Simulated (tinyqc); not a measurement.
## Read current of a NAND string, cells in series solved by shooting: effect of the pass voltage

Cells in series, numbered from 0 at the source line (0 V) to the bit line, each followed by a gap resistance Rg. A cell with gate Vg, threshold VT, source Vs and drain Vd passes I = 2 nf K Vt^2 [F(Vs) - F(Vd)]/(1 + th max(Vg - VT, 0)), F(V) = ln^2(1 + exp((Vg - VT - nf V)/(2 nf Vt))). The selected cell has Vg = Vr, the others Vg = Vp.

For a trial current I start at 0 V and, cell by cell, solve for the drain: sqrt(F(Vd)) = sqrt(F(Vs) - I/k), k = 2 nf K Vt^2/(1 + th max(Vg - VT, 0)), Vd = [Vg - VT - 2 nf Vt ln(exp(sqrt F) - 1)]/nf, then add I Rg. The string current is the I for which the last node reaches Vbl. The apparent threshold is the Vr at which I = Is. Background: all other cells erased (VT = Ve) or all in the highest state (VT = Vh); ratio and shift are high over erased and high minus erased. The string has 64 cells and the selected one is cell 32.

Values chosen for this exercise; values of the order met in vertical NAND strings: temperature T = 358 K; gain factor of a cell K = 9.4 uA/V^2; slope factor nf = 1.4; mobility reduction factor th = 0.11 1/V; resistance of the gap between cells Rg = 23 kohm; bit-line voltage Vbl = 0.3 V; threshold of an erased cell Ve = -1.4 V; threshold of the highest state Vh = 3 V; threshold of the selected cell Vx = 1.1 V; sensing current Is = 10 nA; read voltage on the selected word line Vr = 2.12 V.

Constants: q = 1.602176634e-19 C, kB = 1.380649e-23 J/K, Vt = kB T/q. Results are converted to the units shown.

Results:

| Vp (V) | I, others erased (uA) | I, others high (uA) | ratio | apparent VT, erased (V) | apparent VT, high (V) | background shift (mV) |
|---|---|---|---|---|---|---|
| 3.6 | 0.07923 | 0.01479 | 0.1867 | 1.114 | 1.199 | 84.30 |
| 4.1 | 0.08216 | 0.02977 | 0.3623 | 1.113 | 1.150 | 36.38 |
| 4.6 | 0.08476 | 0.04113 | 0.4853 | 1.113 | 1.135 | 22.52 |
| 5.1 | 0.08707 | 0.05012 | 0.5756 | 1.112 | 1.128 | 15.72 |
| 5.6 | 0.08915 | 0.05742 | 0.6440 | 1.112 | 1.123 | 11.75 |
| 6.1 | 0.09102 | 0.06345 | 0.6971 | 1.111 | 1.120 | 9.175 |
| 7.1 | 0.09427 | 0.07285 | 0.7728 | 1.110 | 1.116 | 6.105 |

Estimate the missing row, Vp = 6.6 V.

Computed row:

| Vp (V) | I, others erased (uA) | I, others high (uA) | ratio | apparent VT, erased (V) | apparent VT, high (V) | background shift (mV) |
|---|---|---|---|---|---|---|
| 6.6 | 0.09272 | 0.06852 | 0.7390 | 1.111 | 1.118 | 7.396 |

With this row back in the table: As Vp goes from 3.6 to 7.1 V, the current with erased neighbours rises from 0.0792 to 0.0943 uA, that with high neighbours rises from 0.0148 to 0.0729 uA and the ratio rises from 0.187 to 0.773. The background shift falls from 84.3 to 6.10 mV. A higher pass voltage also disturbs erased cells more, which this model leaves out.

Program tinyqc, `OMP_NUM_THREADS=1 python tinyqc.py 2142023 2142024 out.jsonl`; Intel Xeon 2.30GHz, shared host, one thread, about 0.5 s.
